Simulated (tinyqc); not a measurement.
Thin (001) film in sp3s* tight binding with raised dangling bonds: one step. Levels of the small film. Two cases, with inputs chosen for the exercise.

Task: Diagonalise both blocks.

Case 1.

s, pz, s* block (eV):
```
           sa1        za1      *a1       sc2       zc2       *c2       sa3       za3       *a3       sc4
sa1    6.67342  -15.00000        0  -3.24400   2.23600         0         0         0         0         0
za1  -15.00000   16.04742        0  -2.88050   0.98450  -2.38850         0         0         0         0
*a1          0          0  8.61642         0   2.41600         0         0         0         0         0
sc2   -3.24400   -2.88050        0  -2.66758         0         0  -3.24400   2.88050         0         0
zc2    2.23600    0.98450  2.41600         0   3.70142         0  -2.23600   0.98450  -2.41600         0
*c2          0   -2.38850        0         0         0   6.72542         0   2.38850         0         0
sa3          0          0        0  -3.24400  -2.23600         0  -8.32658         0         0  -3.24400
za3          0          0        0   2.88050   0.98450   2.38850         0   1.04742         0  -2.88050
*a3          0          0        0         0  -2.41600         0         0         0   8.61642         0
sc4          0          0        0         0         0         0  -3.24400  -2.88050         0  12.33242
zc4          0          0        0         0         0         0   2.23600   0.98450   2.41600  15.00000
*c4          0          0        0         0         0         0         0  -2.38850         0         0

          zc4       *c4
sa1         0         0
za1         0         0
*a1         0         0
sc2         0         0
zc2         0         0
*c2         0         0
sa3   2.23600         0
za3   0.98450  -2.38850
*a3   2.41600         0
sc4  15.00000         0
zc4  18.70142         0
*c4         0   6.72542
```

u, v block (eV):
```
         ua1       va1       uc2       vc2       ua3       va3      uc4       vc4
ua1  1.04742         0   3.50550         0         0         0        0         0
va1        0  31.04742         0  -1.53650         0         0        0         0
uc2  3.50550         0   3.70142         0  -1.53650         0        0         0
vc2        0  -1.53650         0   3.70142         0   3.50550        0         0
ua3        0         0  -1.53650         0   1.04742         0  3.50550         0
va3        0         0         0   3.50550         0   1.04742        0  -1.53650
uc4        0         0         0         0   3.50550         0  3.70142         0
vc4        0         0         0         0         0  -1.53650        0  33.70142
```

Case 2.

s, pz, s* block (eV):
```
           sa1        za1      *a1       sc2       zc2       *c2       sa3       za3       *a3       sc4
sa1    5.78500  -10.00000        0  -4.14750   2.85350         0         0         0         0         0
za1  -10.00000   11.70900        0  -2.85350   0.85450  -2.69700         0         0         0         0
*a1          0          0  6.67500         0   2.69700         0         0         0         0         0
sc2   -4.14750   -2.85350        0  -4.21500         0         0  -4.14750   2.85350         0         0
zc2    2.85350    0.85450  2.69700         0   1.70900         0  -2.85350   0.85450  -2.69700         0
*c2          0   -2.69700        0         0         0   6.67500         0   2.69700         0         0
sa3          0          0        0  -4.14750  -2.85350         0  -4.21500         0         0  -4.14750
za3          0          0        0   2.85350   0.85450   2.69700         0   1.70900         0  -2.85350
*a3          0          0        0         0  -2.69700         0         0         0   6.67500         0
sc4          0          0        0         0         0         0  -4.14750  -2.85350         0   5.78500
zc4          0          0        0         0         0         0   2.85350   0.85450   2.69700  10.00000
*c4          0          0        0         0         0         0         0  -2.69700         0         0

          zc4       *c4
sa1         0         0
za1         0         0
*a1         0         0
sc2         0         0
zc2         0         0
*c2         0         0
sa3   2.85350         0
za3   0.85450  -2.69700
*a3   2.69700         0
sc4  10.00000         0
zc4  11.70900         0
*c4         0   6.67500
```

u, v block (eV):
```
         ua1       va1       uc2       vc2       ua3       va3      uc4       vc4
ua1  1.70900         0   3.14300         0         0         0        0         0
va1        0  21.70900         0  -1.43400         0         0        0         0
uc2  3.14300         0   1.70900         0  -1.43400         0        0         0
vc2        0  -1.43400         0   1.70900         0   3.14300        0         0
ua3        0         0  -1.43400         0   1.70900         0  3.14300         0
va3        0         0         0   3.14300         0   1.70900        0  -1.43400
uc4        0         0         0         0   3.14300         0  1.70900         0
vc4        0         0         0         0         0  -1.43400        0  21.70900
```

Give: levels of the s, pz, s* block; levels of the u, v block.

Result:

Case 1.

levels of the s, pz, s* block (eV): -11.554  -8.167  -3.338  2.175  2.637  3.341  6.752  8.513  8.915  10.592  27.278  31.050

levels of the u, v block (eV): -2.180  -1.443  -0.743  5.491  6.031  6.929  31.135  33.775

No level lies between 0 and the bulk edge 1.581 eV; confinement has widened the gap at zero in-plane momentum to 2.918 eV.

Case 2.

levels of the s, pz, s* block (eV): -11.256  -7.937  -3.310  2.053  2.239  3.846  6.682  6.781  8.926  9.420  19.561  19.672

levels of the u, v block (eV): -2.232  -1.523  -0.798  4.216  4.731  5.650  21.798  21.830

No level lies between 0 and the bulk edge 1.136 eV; confinement has widened the gap at zero in-plane momentum to 2.851 eV.

Computed by tinyqc, one run a case: `OMP_NUM_THREADS=1 python tinyqc.py N N+1 out.jsonl` with N = 1482451, 1482540; one thread of a shared Intel(R) Xeon(R) Processor @ 2.30GHz, about 0.4 s a run at most.
